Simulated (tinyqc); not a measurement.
Position of the spike: inter-valley coupling by envelope functions against a chain of atomic planes.

Chain: E(phi) = e0 + 2 v cos(phi) + 2 u cos(2 phi), cos(phi0) = -v/(4u), e0 = 2u + v^2/(4u); plane j = 0, 1, ... has the potential V_j = dE x_j + F (j - 30) a/4 (1 MV/m = 1e-4 V/angstrom). There are 30 barrier planes a side; with y = j - 29.5, x_j = xb (f(y) + f(Nw - y)), f(y) = 1/(1 + exp(y/L)), plus any Ge added in the well. The valley splitting is the spacing of the two lowest levels. Envelope theory: F_j solves a one-valley chain with hopping -b and diagonal 2b + V_j, b = 4u sin^2(phi0), sum F_j^2 = 1; the valleys couple by Dv = sum_j F_j^2 V_j exp(-2 i phi0 j) and split by 2|Dv|.

Parameters, chosen for this exercise (near those of the Delta valleys of silicon in a SiGe well; not measured data):

| symbol | value | unit | meaning |
|---|---|---|---|
| a | 5.431 | angstrom | lattice constant; planes lie a/4 apart |
| u | 0.62 | eV | second-neighbour hopping |
| v | 0.548 | eV | nearest hopping |
| Nw | 59 |  | planes in the well |
| L | 0.75 | planes | interface width |
| xb | 0.27 |  | Ge fraction of the barriers |
| dE | 0.54 | eV | offset per unit Ge fraction |
| F | 8 | MV/m | field |
| xs | 0.14 |  | Ge fraction added on that plane |

The spike is moved through the well; position counted from the first well plane, j - 30.

Against position:

| j - 30 | F_j^2, smooth | mean of the doublet (meV) | splitting, chain (micro-eV) | envelope | first order |
|---|---|---|---|---|---|
| 3 | 0.01975 | 29.27 | 2272 | 2216 | 2986 |
| 7 | 0.03532 | 30.18 | 4098 | 4016 | 5340 |
| 12 | 0.04463 | 30.93 | 5578 | 5522 | 6748 |
| 18 | 0.03851 | 30.60 | 4952 | 4912 | 5823 |
| 24 | 0.02409 | 29.56 | 2840 | 2806 | 3642 |
| 30 | 0.01176 | 28.79 | 1321 | 1293 | 1779 |
| 38 | 0.00329 | 28.31 | 349 | 342 | 498 |
| 47 | 0.00053 | 28.16 | 43 | 42 | 80 |
| 56 | 0.00004 | 28.13 | 16 | 15 | 6 |

What does the comparison show?

The splitting is largest at plane 12 among these rows (5578 micro-eV), and the smooth envelope peaks at plane 13, counting all planes; without a spike it is 18. Where the splitting exceeds 20 micro-eV the envelope theory lies within 2.8 % of the chain and first order within 86 %.

Run: tinyqc, `OMP_NUM_THREADS=1 python tinyqc.py 1482478 1482479 out.jsonl`; Intel(R) Xeon(R) Processor @ 2.30GHz, one thread, shared host; about 0.1 s of CPU time with all checks.
